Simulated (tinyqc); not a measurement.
Double quantum well by finite differences, step by step. Values are carried at full precision from step to step, so a last printed digit may differ when a step is redone from the rounded ones.

Finite differences on points z_i at the centres of cells of width h: H_ii = (c/h^2)(1/m_(i-1/2) + 1/m_(i+1/2)) + V_i, H_(i,i+1) = -(c/h^2)/m_(i+1/2), where m_(i+1/2) is the mean of the masses at the two points (the end values are repeated outwards), psi = 0 on the points beyond both ends, c = hbar^2/2m0. The field adds e F (z - z0) with z0 the middle of the structure; 1 kV/cm = 1e-5 eV/angstrom.

Constants: hbar^2/2m0 = 3.80998211 eV angstrom^2.

Values chosen for the exercise (near those of a non-polar GaN well in AlGaN; not measured data):
```
symbol  value                                                                                         unit      meaning
layers  ((24, 0.465, 0.237), (32, 0, 0.204), (16, 0.465, 0.237), (32, 0, 0.204), (24, 0.465, 0.237))            each layer: thickness in angstrom, band edge in eV, mass in m0
F       120                                                                                           kV/cm     field along z
h       8                                                                                             angstrom  cell width of the coarse grid
hf      0.5                                                                                           angstrom  cell width of the fine grid
```

## The coarse grid

List the points, the potential with the field, and the masses.

Grid:
```
i   z (angstrom)   V (eV)  m (m0)
1            4.0   0.3930  0.2370
2           12.0   0.4026  0.2370
3           20.0   0.4122  0.2370
4           28.0  -0.0432  0.2040
5           36.0  -0.0336  0.2040
6           44.0  -0.0240  0.2040
7           52.0  -0.0144  0.2040
8           60.0   0.4602  0.2370
9           68.0   0.4698  0.2370
10          76.0   0.0144  0.2040
11          84.0   0.0240  0.2040
12          92.0   0.0336  0.2040
13         100.0   0.0432  0.2040
14         108.0   0.5178  0.2370
15         116.0   0.5274  0.2370
16         124.0   0.5370  0.2370
```

## The tridiagonal Hamiltonian

Form the diagonal and the neighbouring elements; V in the grid already includes the field.

diagonal H_ii (eV): 0.8954  0.9050  0.9334  0.5186  0.5500  0.5596  0.5474  0.9814  0.9910  0.5762  0.6076  0.6172  0.6050  1.0390  1.0298  1.0394

H_(i,i+1) (eV): -0.2512  -0.2512  -0.2700  -0.2918  -0.2918  -0.2918  -0.2700  -0.2512  -0.2700  -0.2918  -0.2918  -0.2918  -0.2700  -0.2512  -0.2512

## Lowest levels on the coarse grid

Diagonalise the symmetric tridiagonal matrix; give the three lowest levels and the weights u_i^2 (sum 1) of the two lowest.

levels (eV): 0.0477  0.1057  0.2610

weights on the points:
```
             1      2      3      4      5      6      7      8      9     10     11     12
level 1  0.000  0.002  0.021  0.190  0.323  0.294  0.147  0.015  0.002  0.002  0.001  0.001
level 2  0.000  0.000  0.000  0.003  0.003  0.001  0.000  0.002  0.021  0.190  0.324  0.294

            13     14     15     16
level 1  0.000  0.000  0.000  0.000
level 2  0.146  0.014  0.001  0.000
```

## Halving the cell width

The same with h, h/2, ..., h/32. The end points move with h, since psi vanishes half a cell beyond the structure. Richardson value (4 E(h/32) - E(h/16))/3.

Convergence:
```
cell (angstrom)  points  E1 (eV)  E2 (eV)  E1 - finest (meV)
8.0000               16  0.04768  0.10570             -9.999
4.0000               32  0.05489  0.11287             -2.792
2.0000               64  0.05697  0.11493             -0.715
1.0000              128  0.05751  0.11547             -0.174
0.5000              256  0.05765  0.11561             -0.035
0.2500              512  0.05768  0.11564              0.000
```

Richardson values of E1, E2 (eV): 0.05769  0.11565

The coarse grid is 10.0 meV too low in E1. The last differences between rows shrink by a factor 3.9 (4 for a pure h^2 error, 2 for one linear in h).

## Positions and dipoles on the fine grid

With h sum psi^2 = 1: <z - z0> of three levels, |z_12| and |z_13|, the mass m1 from 1/m1 = <1|1/m|1>, and f_1j = (m1/c)(E_j - E_1) z_1j^2.

levels (eV): 0.0576  0.1156  0.2955

<z - z0> (angstrom): -24.5  22.9  -20.3

|z_12|, |z_13| (angstrom): 3.35  8.33

m1 = 0.2057 m0

f_12, f_13: 0.035  0.891

Parity is broken, so the 1-3 transition is allowed, with 25 times the strength of 1-2. E2 - E1 = 58.0 meV, a wavelength of 21.4 micrometre (hc = 1239.841984 eV nm).

## Checks

- E1 at zero field on the grid h/32 against transfer matrices between the same hard ends, eV: both 0.0833.

tinyqc: `OMP_NUM_THREADS=1 python tinyqc.py 1282417 1282418 out.jsonl`; about 0.06 s, one thread, shared Intel(R) Xeon(R) Processor @ 2.30GHz.
